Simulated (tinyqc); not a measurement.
Plane-averaged potentials: correction of a charged-defect supercell by a model charge and potential alignment (plane-averaged potentials). Computed by tinyqc, a small Python program. Command: `OMP_NUM_THREADS=1 python tinyqc.py 3112428 3112429 out.jsonl align walk`. One thread of a shared host (Intel(R) Xeon(R) Processor @ 2.30GHz), about 0.01 s of CPU time with the checks.

The "true" defect charge is (1 - x) q in a Gaussian of width sigma plus x q in one of width sigma_t, so the exact answer is known; the correction sees only a single model Gaussian of width sigma_m. A Gaussian of width s has the transform rho(G) = exp(-G^2 s^2/2), normalised to 1. A uniform background cancels q, so G = 0 is left out. Potentials are those felt by a unit positive charge. E_0 is the formation energy of the isolated defect, E_cell its value in the supercell, E_lat = E_iso - E_per of the model charge, C the true less the model potential far from the defect; the exact correction is E_0 - E_cell, and the error of a scheme is E_cell plus its correction less E_0.

Inputs (values chosen for the exercise, with screening close to that of Al2O3): defect charge q = -1 e; dielectric constant eps = 9.32; edge of the cubic cell L = 12.3 angstrom; width sigma of the true defect charge = 0.99 angstrom; width sigma_m of the model charge = 0.76 angstrom; share x of the charge in a wide tail = 0; width sigma_t of the tail = 1.7 angstrom.

Constants: e^2/(4 pi eps_0) = 14.39964548 eV angstrom.

Method. Plane-averaged potential at distance z from the defect: V(z) = (4 pi q/(eps L^3)) (e^2/(4 pi eps_0 e)) sum_(m != 0) rho(G_m) cos(G_m z)/G_m^2, G_m = 2 pi m/L, |m| <= 40.

Potentials (V):
```
z/L   z (angstrom)       true      model  difference
0.00         0.000  -0.085968  -0.095644   0.0096756
0.05         0.615  -0.078464  -0.085530   0.0070653
0.10         1.230  -0.059092  -0.061352   0.0022594
0.15         1.845  -0.034482  -0.033681  -0.0008010
0.20         2.460  -0.010108  -0.008259  -0.0018487
0.25         3.075   0.011363   0.013430  -0.0020671
0.30         3.690   0.029091   0.031187  -0.0020968
0.35         4.305   0.042900   0.044999  -0.0020996
0.40         4.920   0.052765   0.054865  -0.0020997
0.45         5.535   0.058684   0.060784  -0.0020997
0.50         6.150   0.060657   0.062757  -0.0020997
```

What follows from these numbers?

The difference moves by 0.00 mV between z/L = 0.4 and 0.5: a plateau.
